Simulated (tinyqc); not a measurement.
## Gain factor and gap resistance from two string resistances

Problem. At small bit-line voltage each of the 96 cells has the resistance 1/(K x) at overdrive x (no mobility reduction) in series with a gap resistance Rg. Find K, Rg and the share of the gaps at the higher overdrive.

resistance of a string of 96 equal cells at overdrives of 3.7 and 8.4 V (kohm): 1643.0414  836.52063

Answer. The resistance per cell is a straight line in 1/x with slope 1/K and intercept Rg.

K = 18.0 uA/V^2
Rg = 2.10 kohm
share of the gaps = 24.1 %

Computed by the program tinyqc: `OMP_NUM_THREADS=1 python tinyqc.py 2142284 2142285 out.jsonl`, one thread of a shared Intel Xeon 2.30GHz, about 0.4 s for the whole run.
